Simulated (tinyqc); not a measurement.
# Hole mobility in a silicon inversion layer, empirical terms and Matthiessen rule: two studies

Inversion layer of sheet density Ns on a uniformly doped body. The mobility terms are empirical power laws with prefactors chosen for the exercise; adding their inverses (Matthiessen) is itself an approximation.

Inputs (values chosen for the exercise); material values close to those of silicon:

| symbol | value | unit | meaning |
|---|---|---|---|
| T | 300 | K | temperature |
| Eg | 1.1 | eV | band gap |
| eps_r | 11.8 |  | relative permittivity of the semiconductor |
| Nc | 2.81e19 | cm^-3 | conduction-band density of states at T |
| Nv | 2.62e19 | cm^-3 | valence-band density of states at T |
| Nb | 1.4e18 | cm^-3 | body doping |
| Vsb | 1 | V | reverse body bias |
| eta | 0.3333 |  | weight of the inversion charge in the effective field |
| Ap | 143 | cm^2/(V s) | phonon-limited mobility at 1 MV/cm and 300 K |
| As | 424 | cm^2/(V s) | roughness-limited mobility at 1 MV/cm |
| gs | 1 |  | exponent of the roughness term |
| Ac | 1000 | cm^2/(V s) | Coulomb prefactor |
| Nit | 9.7e11 | cm^-2 | charge at the interface |
| Ns | 3.1e12 | cm^-2 | inversion density |

Constants: q = 1.602176634e-19 C, kB = 1.380649e-23 J/K, Vt = kB T/q, eps0 = 8.8541878128e-14 F/cm where lengths are in cm. Results are converted to the units shown.

Each table varies one quantity; the others keep the values above.

## Universality: two dopings at the same effective field

ni = sqrt(Nc Nv) exp(-Eg/(2 Vt)), Eg in volts; Ndep = sqrt(2 eps0 eps_r Nb (2 Vt ln(Nb/ni) + Vsb)/q); E = q (Ndep + eta Ns)/(eps0 eps_r), in MV/cm. With t = T/(300 K): muC = Ac (Ns/1e12 cm^-2) t/(Nb/1e17 cm^-3 + Nit/1e11 cm^-2), muP = Ap E^(-1/3) t^(-1.75), muS = As E^(-gs); 1/mu is the sum of the inverses. For each E, Ns is chosen to give that field on bodies with Nb = 2e17 and 1.4e18 cm^-3; the last column leaves out muC.

Universality: two dopings at the same effective field:

| E (MV/cm) | Ns, light body (cm^-2) | mu, light (cm^2/(V s)) | Ns, heavy body (cm^-2) | mu, heavy (cm^2/(V s)) | without muC (cm^2/(V s)) |
|---|---|---|---|---|---|
| 0.969 | 1.237e13 | 98.51 | 1.071e12 | 31.91 | 108.6 |
| 1.1 | 1.494e13 | 94.37 | 3.634e12 | 61.22 | 101.9 |
| 1.24 | 1.768e13 | 90.10 | 6.373e12 | 70.64 | 95.81 |
| 1.4 | 2.081e13 | 85.56 | 9.504e12 | 73.43 | 89.89 |
| 1.58 | 2.433e13 | 80.96 | 1.303e13 | 73.04 | 84.24 |
| 1.79 | 2.844e13 | 76.20 | 1.713e13 | 70.94 | 78.66 |
| 2.02 | 3.294e13 | 71.64 | 2.163e13 | 68.03 | 73.51 |
| 2.29 | 3.822e13 | 67.00 | 2.692e13 | 64.52 | 68.41 |

What does the table show?

The heavily doped body has 0.324 of the mobility of the light one in the first row and 0.963 in the last; there they lie 5.7 % below and 2.1 % below the curve without Coulomb scattering, which depends on E alone. The heavy body leaves that curve at low E because its field comes mostly from depletion charge and few carriers screen.

## Effect of the reverse body bias

Same model as above.

The same in every row: muC (cm^2/(V s)) = 130.8.

Results:

| Vsb (V) | E (MV/cm) | muP (cm^2/(V s)) | muS (cm^2/(V s)) | mu (cm^2/(V s)) |
|---|---|---|---|---|
| 0 | 0.7960 | 154.3 | 532.6 | 62.49 |
| 0.4 | 0.9189 | 147.1 | 461.4 | 60.20 |
| 0.8 | 1.024 | 141.9 | 413.9 | 58.44 |
| 1.2 | 1.119 | 137.8 | 379.1 | 57.01 |
| 2 | 1.283 | 131.6 | 330.4 | 54.73 |
| 2.4 | 1.357 | 129.2 | 312.4 | 53.80 |

Estimate the missing row, Vsb = 1.6 V.

Computed row:

| Vsb (V) | E (MV/cm) | muP (cm^2/(V s)) | muS (cm^2/(V s)) | mu (cm^2/(V s)) |
|---|---|---|---|---|
| 1.6 | 1.204 | 134.4 | 352.1 | 55.79 |

With this row back in the table: As Vsb goes from 0 to 2.4 V, E rises from 0.796 to 1.36 MV/cm and mu falls from 62.5 to 53.8 cm^2/(V s). The smallest term is the Coulomb one in the first row and the phonon one in the last.

Numbers from tinyqc (`OMP_NUM_THREADS=1 python tinyqc.py 2510051 2510052 out.jsonl`; about 0.01 s on one thread of a shared Intel Xeon 2.30GHz).
